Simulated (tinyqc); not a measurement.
## Off-state leakage of single and stacked transistors: leakage components against the temperature

n-channel devices of unit width. Subthreshold current I(Vg, Vs, Vd) = I0 (T/300 K)^0.5 exp[(Vg - Vs - VT(T) - gb (Vs - Vb) + dd (Vd - Vs))/(nf Vt)] (1 - exp(-(Vd - Vs)/Vt)), VT(T) = VT - cT (T - 300 K). Gate-edge tunnelling Ig (Vd/1 V) exp(ag (Vd - 1 V)), for a gate at 0 V, and band-to-band leakage Ab u exp(-Bb/u), u = Vd - Vb + 1 V, flow at a drain held at V; both are taken as independent of T. In a stack of off transistors (all gates at 0 V) the same subthreshold current passes through each.

One transistor with Vg = Vs = 0, Vd = V; stack factor I(one)/I(two in series).

Parameters, values chosen for the exercise; values of the order met in bulk silicon logic transistors:
- V = 0.7 V (supply voltage)
- VT = 0.32 V (threshold at 300 K, zero drain and body bias)
- cT = 0.9 mV/K (fall of the threshold with temperature)
- I0 = 0.57 uA/um (current at threshold at 300 K)
- nf = 1.37 (slope factor)
- dd = 0.15 (drain-induced lowering per volt)
- gb = 0.18 (rise of the threshold per volt of source-body bias)
- Ig = 2e-6 uA/um (gate-edge tunnelling current at 1 V)
- ag = 3.6 1/V (exponential slope of the gate current)
- Ab = 100 uA/(um V) (prefactor of band-to-band leakage at the drain)
- Bb = 28 V (its exponential voltage)
- Vb = 0 V (body voltage)

Constants: q = 1.602176634e-19 C, kB = 1.380649e-23 J/K, Vt = kB T/q. Results are converted to the units shown.

The same in every row: gate edge (nA/um) = 4.754e-4; band-to-band (nA/um) = 0.01195.

Leakage components against the temperature:
```
T (K)	subthreshold (nA/um)	total (nA/um)	stack factor	largest part
250	0.07771	0.09013	25.28	subthreshold
275	0.3630	0.3755	19.11	subthreshold
300	1.317	1.329	15.19	subthreshold
325	3.930	3.942	12.53	subthreshold
350	10.06	10.07	10.65	subthreshold
375	22.77	22.78	9.271	subthreshold
400	46.64	46.65	8.224	subthreshold
425	87.96	87.98	7.409	subthreshold
```

As T goes from 250 to 425, the total leakage rises from 0.0901 to 88.0 nA/um. The subthreshold part leads at T = 250 and in all other rows. The subthreshold part doubles every 27.3 K between the last two rows. The reduction by a stack of two falls from 25.3 to 7.41, for the subthreshold part alone. For T = 400, 425 the gate is within about 3 nf Vt of threshold, where the exponential law overstates the current.

tinyqc, about 0.03 s, one thread, Intel Xeon 2.30GHz (shared host): `OMP_NUM_THREADS=1 python tinyqc.py 2242262 2242263 out.jsonl`
